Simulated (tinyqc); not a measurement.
Binding against well width: donor or exciton in a quantum well (variational effective-mass method). Computed by tinyqc, a small Python program. Command: `OMP_NUM_THREADS=1 python tinyqc.py 3029130 3029131 out.jsonl welldonor walk`. One thread of a shared host (Intel(R) Xeon(R) Processor @ 2.30GHz), about 0.04 s of CPU time with the checks.

H = -nabla^2 - 2/|r - r_i| + V(z) in effective units; trial function psi = f(z) exp(-|r - r_i|/lambda), f the ground state of the well. Mass and screening are the same in well and barrier; l = L/a* is the width in effective units. Bands are flat: no polarisation or applied field.

Inputs (values chosen for the exercise, modelled on ZnSe):
```
quantity                              value  unit
electron mass m                       0.153   m_0
dielectric constant eps                   9     -
well width L                            1.5    nm
donor position z_i/L from the centre    0.1     -
```

Centre: donor. Barriers: infinite.

Constants: Ry = 13.605693123 eV; a_0 = 0.529177210903 angstrom; hbar^2/(2 m_0) = 3.80998212 eV angstrom^2.

Method:
- Ry* = Ry m/eps^2, a* = a_0 eps/m; l = L/a*.
- k = pi/l; f = cos(k z) inside and zero outside; subband energy k^2 Ry*.
- Binding E_b(lambda) = -1/lambda^2 + 4 A/(lambda B), with A = int f^2 exp(-2 s/lambda) dz, B = int f^2 exp(-2 s/lambda)(1 + 2 s/lambda) dz and s = |z - z_i|; 40 Gauss-Legendre points on each piece between the walls at z = -l/2 and l/2 and z_i.
- Each row maximises over lambda (golden section, 0.3 to 4).

a* = 3.11281 nm

Ry* = 25.6996 meV

Against width:
```
L (nm)  lambda (a*)  binding (Ry*)  binding (meV)
0.83        0.63446         3.0865         79.321
1.50        0.70828         2.6969         69.310
2.70        0.80440         2.2723         58.397
4.80        0.91262         1.8676         47.997
```

What follows from these numbers?

The binding is largest in the narrowest well, 3.086 Ry* at 0.83 nm, on the way to 4. In the widest well it is 1.868 Ry*. In the narrow rows the confinement energy passes real barrier heights: infinite walls and a parabolic band fail, and with real barriers the binding peaks and falls. Caution: so narrow a well has large confinement energy, where non-parabolicity and barrier penetration matter.

Extremes, crossings and ranges named in words are read from the listed rows.
